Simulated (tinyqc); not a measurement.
What moves the results: Wannier functions of a composite (isolated) pair of valence bands (bonds of an sp chain). A value that a table varies takes the place of the one given here.

Each atom has a hybrid pointing left (<) and right (>). H(k): diagonal +V3 on A, -V3 on B; <A<|A>> = -V1a, <B<|B>> = -V1b, <A>|B<> = -V2, <B>|A<> = -V2p exp(ik); k in 1/a, Bloch sums with exp(ikR). The two lowest bands are filled. Trial functions in cell 0: g1 = cos(c) A> + sin(c) B<, and g2 = sin(c) B> + cos(c) A< of cell 1, whose Bloch vector has cos(c) exp(-ik) on A<. Projection A_mn = <psi_m|g_n>, S = A^+ A, Loewdin U = A S^(-1/2), Bloch-like states w_n = sum_m psi_m U_mn, H_W(k) = U^+ diag(E) U. P = sum_m |psi_m><psi_m| is free of phase choices, and S = g^+ P g, w = P g S^(-1/2).

Inputs chosen for the exercise: V2 = 3.4 eV (coupling in the bond A-B inside the cell); V2p = 2.9 eV (coupling in the bond to the next cell); V1a = 1.22 eV (coupling of the two hybrids on A); V1b = 0.66 eV (the same on B); V3 = 0 eV (A at +V3, B at -V3); xb = 0.5 a (position of B (A at 0)); c = 45 degrees (trial bonds cos(c) on A, sin(c) on B).

## Choice of the trial bonds

N = 12; centres and spreads in real space with point-like hybrids at R and R + xb; smallest eigenvalue of S over the mesh.

Trial angle:
```
c (deg)  smallest S  centre 1 (a)  centre 2 (a)  sum of centres  total spread (a^2)  H_12(R = 0), mean over k (eV)
15            0.616        0.2468        0.7532          1.0000              0.1316                        -0.3308
30            0.843        0.2468        0.7532          1.0000              0.1315                        -0.3270
45            0.977        0.2468        0.7532          1.0000              0.1314                        -0.3237
55            0.901        0.2468        0.7532          1.0000              0.1315                        -0.3215
65            0.775        0.2468        0.7532          1.0000              0.1315                        -0.3192
75            0.616        0.2468        0.7532          1.0000              0.1316                        -0.3165
85            0.442        0.2468        0.7532          1.0000              0.1317                        -0.3132
```

The sum of the centres stays at 1.0000 a within 0.0000: it gives the electronic polarisation, modulo a, and is fixed by the filled space. Single centres move by less than 0.0001 a here and H_12(0), a matter of gauge, moves by 18 meV. The total spread runs only from 0.1314 to 0.1317 a^2, so the orthogonalisation repairs even poor trials; the projection is best at c = 45 degrees among these rows, and the two bonds, isolated, have c = 45 and 45.

## Interpolating the pair or each band alone

Largest error on 25 points from 0 to pi. Pair: diagonalise the Hermitian part of sum_R exp(ikR) H(R) over the N cells nearest the origin, with H(R) the mean of exp(-ikR) H_W(k) on the mesh k = 2 pi j/N. Alone: the cosine series of each sorted band on the same mesh.

Errors (meV):
```
N       pair  each band alone
3   12.16608         69.79662
4    5.06526         12.34627
5    0.45181         16.50779
6    0.17661          2.89094
8    0.00922          1.00499
10   0.00049          0.33381
14   0.00000          0.03747
```

smallest spacing of the two filled bands = 0.7507 eV

At N = 6 the pair errs by 0.18 meV and the single bands by 2.9; at N = 10, 0.00049 against 0.33. Both fall exponentially: the pair at a rate tied to the gap to the empty bands (4.38 eV), the single bands at a slower one tied to their own spacing (0.751 eV at the closest). Not every column falls at every step, since even meshes hold k = pi and odd ones do not.

## What each parameter does

N = 12: centres, total spread (point-like hybrids at R and R + xb) and H_12(0). Each row changes one parameter from the base and keeps the others.

Results:
```
case           centre 1 (a)  centre 2 (a)  total spread (a^2)  H_12(0) (eV)
base                 0.2468        0.7532              0.1314       -0.3237
V2 = 3.8 eV          0.2472        0.7528              0.1307       -0.3244
V2p = 3.3 eV         0.2472        0.7528              0.1306       -0.3245
V1a = 1.42 eV        0.2452        0.7548              0.1332       -0.3214
V1b = 0.86 eV        0.2477        0.7523              0.1328       -0.4218
V3 = 0.4 eV          0.2746        0.7203              0.1294       -0.3646
xb = 0.55 a          0.2718        0.7782              0.1327       -0.3237
```

The largest shifts from the base row, up to three for each result and ties (the steps differ in size, so this ranks the rows, not the parameters). centre 1 (a): V3 +0.0278, xb +0.0250, V1a -0.0016. centre 2 (a): V3 -0.0330, xb +0.0250, V1a +0.0016. total spread (a^2): V3 -0.0020, V1a +0.0017, V1b +0.0013. H_12(0) (eV): V1b -0.0981, V3 -0.0409, V1a +0.0023; unchanged at the printed digits by xb.

Run: tinyqc, `OMP_NUM_THREADS=1 python tinyqc.py 1452457 1452458 out.jsonl`; Intel(R) Xeon(R) Processor @ 2.30GHz, one thread, shared host; about 0.2 s of CPU time with all checks.
